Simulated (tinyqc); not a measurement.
From results back to parameters: density of states of one tight-binding band on the simple cubic lattice. Five cases, with inputs chosen for the exercise.

Problem. For E(k) = -2 t (c1 + c2 + c3) - 4 t2 (c1 c2 + c2 c3 + c3 c1), ci = cos(2 pi ki), two differences between symmetry points are known: Gamma = (0, 0, 0), X = (1/2, 0, 0), M = (1/2, 1/2, 0), R = (1/2, 1/2, 1/2).

Case 1.

E(X) - E(Gamma) = 3.2800 eV
E(M) - E(X) = 4.7200 eV

Case 2.

E(X) - E(Gamma) = 2.8400 eV
E(M) - E(X) = 2.8400 eV

Case 3.

E(X) - E(Gamma) = 4.8000 eV
E(M) - E(X) = 9.4400 eV

Case 4.

E(X) - E(Gamma) = 8.7200 eV
E(M) - E(X) = 8.7200 eV

Case 5.

E(X) - E(Gamma) = 5.4000 eV
E(M) - E(X) = 5.4000 eV

Find: t; t2; E(R) - E(M).

Solution. E(Gamma) = -6t - 12 t2, E(X) = -2t + 4 t2, E(M) = 2t + 4 t2, E(R) = 6t - 12 t2.

Case 1.

t = 1.180 eV
t2 = -0.090 eV
E(R) - E(M) = 6.160 eV

Case 2.

t = 0.710 eV
t2 = 0.000 eV
E(R) - E(M) = 2.840 eV

Case 3.

t = 2.360 eV
t2 = -0.290 eV
E(R) - E(M) = 14.080 eV

Case 4.

t = 2.180 eV
t2 = 0.000 eV
E(R) - E(M) = 8.720 eV

Case 5.

t = 1.350 eV
t2 = 0.000 eV
E(R) - E(M) = 5.400 eV

Computed by tinyqc, one run a case: `OMP_NUM_THREADS=1 python tinyqc.py N N+1 out.jsonl` with N = 1680990, 1681018, 1681053, 1681113, 1681166; one thread of a shared Intel(R) Xeon(R) Processor @ 2.30GHz, about 0.2 s a run at most.
